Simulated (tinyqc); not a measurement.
# Composition and strain of an epitaxial Si(1-x)Ge(x) layer from Raman and X-ray peaks, step by step

A worked calculation. Computed by tinyqc, a small Python program that keeps every step. Command: `OMP_NUM_THREADS=1 python tinyqc.py 3010302 3010303 out.jsonl epiraman walk`. One thread of a shared host (Intel(R) Xeon(R) Processor @ 2.30GHz), about 0.01 s of CPU time with the checks. Intermediate numbers are printed to about 6 digits and carried at full precision; extremes and crossings named in words are read from the listed rows.

A (001) layer, biaxially strained in the plane. The Raman peaks follow empirical lines omega = w0 + c1 x + c3 x^3 + b eps (c3 for Si-Ge alone), with eps the in-plane strain.

Inputs (values chosen for the exercise, modelled on silicon-germanium):
```
quantity                        value      unit
Ge fraction x                    0.63         -
degree of relaxation R            0.9         -
lattice constant of Si          5.431  angstrom
lattice constant of Ge          5.658  angstrom
bowing B                        0.029  angstrom
2 C12/C11 of Si                 0.766         -
2 C12/C11 of Ge                 0.746         -
Si-Si: w0                       520.3      1/cm
Si-Si: c1                       -66.8      1/cm
Si-Si: strain coefficient b      -740      1/cm
Si-Ge: w0                       400.4      1/cm
Si-Ge: c1                        25.7      1/cm
Si-Ge: c3                       -33.8      1/cm
Si-Ge: strain coefficient b      -591      1/cm
Ge-Ge: w0                       280.1      1/cm
Ge-Ge: c1                          20      1/cm
Ge-Ge: strain coefficient b      -481      1/cm
uncertainty of a Raman peak       0.1      1/cm
X-ray wavelength             1.540598  angstrom
```

Substrate: silicon. Pair of peaks used: Si-Si and Ge-Ge.

## Lattice constants and strain

Relaxed lattice constant a(x) = a_Si + (a_Ge - a_Si) x - B x (1 - x). In-plane constant a_par = a_sub + R (a(x) - a_sub); eps = a_par/a(x) - 1; eps_perp = -(2 C12/C11) eps with 2 C12/C11 linear in x; a_perp = a(x) (1 + eps_perp).

relaxed constant a(x) = 5.56725 angstrom

substrate constant a_sub = 5.431 angstrom

a_par = 5.55363 angstrom

in-plane strain eps = -2.44735 per mille

strain along the normal = 1.84383 per mille

a_perp = 5.57752 angstrom

The layer is under compression in the plane and is stretched along the normal.

## Raman peaks

Insert x and eps in the three lines; the strain part is b eps.

Si-Si peak = 480.027 1/cm

Si-Ge peak = 409.586 1/cm

Ge-Ge peak = 293.877 1/cm

strain parts (1/cm): Si-Si 1.81104, Si-Ge 1.44638, Ge-Ge 1.17718

Read as unstrained, the Si-Si peak would give x = 0.603 in place of 0.63.

## X-ray (004) reflection

Bragg angle theta = arcsin(2 lambda/a) for (004), for the substrate with a_sub and the layer with a_perp; separation in arc seconds.

theta of the substrate = 34.5646 degree

theta of the layer = 33.5340 degree

separation, layer less substrate = -3710.14 arcsec

## Back from two peaks to composition and strain

Unknowns x and eps (per mille). Newton steps: J d = (measured - model), J = [d omega/dx, d omega/d eps] for the two peaks; start at x = 0.5, eps = 0; stop when |d| < 1e-9. The peaks are rounded to 0.001 per cm; R = (a(x)(1 + eps) - a_sub)/(a(x) - a_sub).

peaks used (1/cm): Si-Si 480.027, Ge-Ge 293.877

Iterations:
```
step         x  eps (per mille)  residual 1 (1/cm)  residual 2 (1/cm)
0     0.500000          0.00000             -6.873              3.777
1     0.629998         -2.44708              0.000              0.000
```

recovered x = 0.629998

recovered eps = -2.44708 per mille

recovered R = 0.9

## Which pair of peaks is best

For each pair invert J = [d omega/dx, d omega/d eps] at the true x. Independent errors of the given size in both peaks give sigma_x and sigma_eps = uncertainty x (norm of the rows of the inverse of J).

Error propagation:
```
pair               det J     sigma_x  sigma_eps (per mille)
Si-Si and Si-Ge  28.7150  0.00329806               0.238082
Si-Si and Ge-Ge  46.9308  0.00188062               0.148580
Si-Ge and Ge-Ge  18.8165  0.00404964               0.131428
```

The pair Si-Si and Ge-Ge fixes x best (sigma_x = 0.0019) and Si-Ge and Ge-Ge worst (0.0040), a factor 2.2. Strain moves all peaks the same way, so a good pair needs different ratios of composition slope to strain coefficient, best of opposite sign; the slopes here are -66.8, -14.5 and 20 per cm for Si-Si, Si-Ge and Ge-Ge. Errors in the coefficients themselves are not counted.

## Relaxation at fixed composition

(004) Bragg angle theta = arcsin(2 lambda/a), with a = a_perp for the layer and a_sub for the substrate; separation = layer less substrate. The apparent x is the one that a fully strained layer (R = 0) would need to give the same a_perp.

Signatures; columns: (1) R; (2) eps (per mille); (3) Si-Si (1/cm); (4) Ge-Ge (1/cm); (5) a_perp (angstrom); (6) (004) separation (arcsec); (7) apparent x if R = 0 is assumed:
```
(1)        (2)      (3)      (4)      (5)       (6)       (7)
0.00  -24.4735  496.326  304.472  5.66990  -5929.66  0.630000
0.15  -20.8025  493.610  302.706  5.65450  -5565.85  0.592147
0.30  -17.1315  490.893  300.940  5.63911  -5199.63  0.553963
0.50  -12.2368  487.271  298.586  5.61858  -4707.54  0.502523
0.70   -7.3421  483.649  296.232  5.59805  -4211.07  0.450456
0.85   -3.6710  480.933  294.466  5.58265  -3835.79  0.410980
1.00    0.0000  478.216  292.700  5.56725  -3457.99  0.371127
```

Full relaxation moves the Si-Si peak by -18.11 per cm and shrinks the X-ray separation to 58 % of its strained value, about 1/(1 + 2 C12/C11). A symmetric reflection alone cannot part x from R: a relaxed layer read as strained gives x = 0.371 in place of 0.63. An asymmetric reflection or a second peak is needed.

Checks made by the program: recovered composition (relative difference 4e-06).
